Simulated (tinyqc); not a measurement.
Capacitance measurement on a leaky thin oxide: effects of series resistance and leakage: effect of the gate leakage current density, not matched to the thickness.

The device is a capacitance C in parallel with a leakage conductance G, in series with Rs and Ls. An impedance meter reports either a parallel pair (Cp, Gp) from Y = 1/Z = Gp + i w Cp or a series pair (Cs, Rm) from Z = Rm + 1/(i w Cs); w = 2 pi f, dissipation D = Gp/(w |Cp|).

EOT = 3.9 tox/eox; CET = EOT + zc + zp; C = 3.9 eps0 A/CET; G = Jg A/Vs. Z = Rs + i w Ls + 1/(G + i w C); CET read from Cp = 3.9 eps0 A/Cp; errors under 0.001 % are printed as 0.

Parameters, values chosen for the exercise; values of the order met in thin-oxide MOS capacitors: relative permittivity of the gate insulator (close to silicon nitride) eox = 7.33; insulator thickness tox = 2.1 nm; gate area A = 10000 um^2; oxide-equivalent thickness added by the accumulation layer zc = 0.27 nm; oxide-equivalent thickness added by gate depletion zp = 0.34 nm; voltage for an e-fold rise of the leakage Vs = 0.16 V; series resistance Rs = 240 ohm; series inductance Ls = 0 nH; measuring frequency f = 1e6 Hz.

Constants: eps0 = 8.8541878128e-14 F/cm where lengths are in cm. Results are converted to the units shown.

The same in every row: C (pF) = 199.9.

Results:
```
Jg (A/cm^2)  Cp (pF)  Cs (pF)       D  error of Cp (%)  error of Cs (%)  CET read from Cp (nm)
1e-5           183.3    199.9  0.3015            -8.33                0                  1.884
0.0001         183.3    199.9  0.3015            -8.33                0                  1.884
0.02           182.3    199.9  0.3114            -8.83          9.90e-3                  1.895
0.2            173.6    201.9  0.4040            -13.2            0.990                  1.989
2              112.3    397.9   1.595            -43.8             99.0                  3.076
30             6.589  4.475e4   82.40            -96.7           2.23e4                  52.41
300          0.09447  4.455e6    6867             -100           2.23e6                   3655
```

Estimate the missing row, Jg = 0.001 A/cm^2.

Computed row:
```
Jg (A/cm^2)  Cp (pF)  Cs (pF)       D  error of Cp (%)  error of Cs (%)  CET read from Cp (nm)
0.001          183.2    199.9  0.3020            -8.36                0                  1.885
```

With this row back in the table: As Jg goes from 1e-5 to 300, the error of Cp goes from -8.33 to -100 %, that of Cs from 0 to 2.23e6 %, and D rises from 0.301 to 6870. The CET read from Cp goes from 1.88 to 3660 nm against the true 1.73 nm. For Jg = 2, 30, 300 D exceeds 1, where the accuracy of real meters degrades in proportion to sqrt(1 + D^2).

Computed by the program tinyqc: `OMP_NUM_THREADS=1 python tinyqc.py 2022079 2022080 out.jsonl`, one thread of a shared Intel Xeon 2.30GHz, about 0.01 s for the whole run.
